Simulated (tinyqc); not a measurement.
# Polycrystalline film, grain-boundary barriers (Seto model): several studies

One-dimensional grains of size Lg with donors N; each boundary has Qt acceptor-like traps per area at one level Et below the band edge. Trapped electrons qt deplete a width w = qt/N (both sides together) and raise a barrier Vb = q N w^2/(8 eps0 eps_r). Current crosses the barriers by thermionic emission at small bias. Abrupt depletion, full ionisation, Boltzmann statistics.

Inputs (values chosen for the exercise); values close to those of polycrystalline silicon: temperature T = 250 K; relative permittivity of the semiconductor eps_r = 11.7; grain size Lg = 80 nm; trap density at a boundary Qt = 2.8e12 cm^-2; donor density N = 8e16 cm^-3; mobility inside a grain mg = 280 cm^2/(V s); collection velocity at the barrier vc = 6.9e6 cm/s; conduction-band density of states at T Nc = 2.13e19 cm^-3; trap level below the band edge Et = 0.46 eV.

Constants: q = 1.602176634e-19 C, kB = 1.380649e-23 J/K, Vt = kB T/q, eps0 = 8.8541878128e-14 F/cm where lengths are in cm. Results are converted to the units shown.

Each table varies one quantity; the others keep the values above.

## Effect of the grain size

Partly depleted grains: the density at the grain centre is n0 = N and qt = Qt/(1 + 2 (Nc/N) exp((Vb - Et)/Vt)). If that gives qt >= N Lg, the grains are fully depleted: qt = N Lg, w = Lg and n0 = 2 Nc exp((Vb - Et)/Vt)/(Qt/(N Lg) - 1). Resistivity: barriers rb = Vt exp(Vb/Vt)/(q n0 vc Lg), grain interior rg = (1 - w/Lg)/(q mg N); effective mobility 1/(q N (rb + rg)).

Results:
```
Lg (nm)    w/Lg    Vb (V)  n0 (cm^-3)  resistivity (ohm cm)
16        1.000  0.003959     1.307e9               1.120e7
26        1.000   0.01045     2.961e9               4.113e6
42        1.000   0.02728    1.099e10               1.498e6
69        1.000   0.07363    1.701e11               5.065e5
110       1.000    0.1871    6.165e13               1.702e5
300      0.4883    0.3318    8.000e16               3.974e4
480      0.3052    0.3318    8.000e16               2.484e4
```

Estimate the missing row, Lg = 180 nm.

Computed row:
```
Lg (nm)    w/Lg  Vb (V)  n0 (cm^-3)  resistivity (ohm cm)
180      0.8138  0.3318    8.000e16               6.624e4
```

With this row back in the table: As Lg goes from 16 to 480 nm, the barrier rises from 0.00396 to 0.332 V and the resistivity falls from 1.12e7 to 24800 ohm cm. The grains are fully depleted in 5 of the 8 rows. For Lg = 16 to 42 nm the barrier is under 2 Vt, where the depletion and emission pictures are rough.

## Effect of the trap density at a boundary

Same model as above.

Effect of the trap density at a boundary:
```
Qt (cm^-2)     w/Lg    Vb (V)  n0 (cm^-3)  resistivity (ohm cm)
4.7e11      0.73437  0.053381   8.0000e16               0.43683
6.9e11       1.0000  0.098982   2.8762e13                8379.8
1e12         1.0000  0.098982   3.9947e12                 60335
1.5e12       1.0000  0.098982   1.6722e12              1.4413e5
2.2e12       1.0000  0.098982   9.2185e11              2.6145e5
3.2e12       1.0000  0.098982   5.6175e11              4.2905e5
4.8e12       1.0000  0.098982   3.4569e11              6.9720e5
7e12         1.0000  0.098982   2.2611e11              1.0659e6
```

As Qt goes from 4.7e11 to 7e12 cm^-2, the barrier rises from 0.0534 to 0.0990 V and the resistivity rises from 0.437 to 1.07e6 ohm cm. The grains are fully depleted in 7 of the 8 rows.

## Effect of the donor density

Same model as above.

Results:
```
N (cm^-3)     w/Lg   Vb (V)  n0 (cm^-3)  resistivity (ohm cm)
1.8e16       1.000  0.02227     3.462e9               1.978e6
3.6e16       1.000  0.04454    2.058e10               9.356e5
7.3e16       1.000  0.09032    3.961e11               4.070e5
1.5e17       1.000   0.1856    9.389e13               1.430e5
3e17        0.9334   0.3234    3.000e17               2.681e4
6.1e17      0.5718   0.2467    6.100e17                 376.1
1.2e18      0.2917   0.1263    1.200e18                0.7271
5.2e18     0.06731  0.02915    5.200e18              0.005811
1e19       0.03500  0.01516    1.000e19              0.002643
```

Estimate the missing row, N = 2.5e18 cm^-3.

Computed row:
```
N (cm^-3)    w/Lg   Vb (V)  n0 (cm^-3)  resistivity (ohm cm)
2.5e18     0.1400  0.06063    2.500e18               0.02392
```

With this row back in the table: As N goes from 1.8e16 to 1e19 cm^-3, the barrier goes from 0.0223 through a maximum of 0.323 (at N = 3e17 cm^-3 among the rows listed) to 0.0152 V and the resistivity falls from 1.98e6 to 0.00264 ohm cm. The grains are fully depleted in 4 of the 10 rows. The steepest fall, as N^(-9.2), lies between 6.1e17 and 1.2e18 cm^-3; N* = 3.50e17 cm^-3. The barrier grows with N while the grains are depleted and shrinks once they are not, hence the maximum. At N = 1.8e16, 5.2e18, 1e19 cm^-3 the barrier is under 2 Vt, where the depletion and emission pictures are rough. At N = 1e19 cm^-3 N passes 0.3 Nc, where degeneracy and tunnelling through the thin barriers matter.

tinyqc, about 0.01 s, one thread, Intel Xeon 2.30GHz (shared host): `OMP_NUM_THREADS=1 python tinyqc.py 2610063 2610064 out.jsonl`
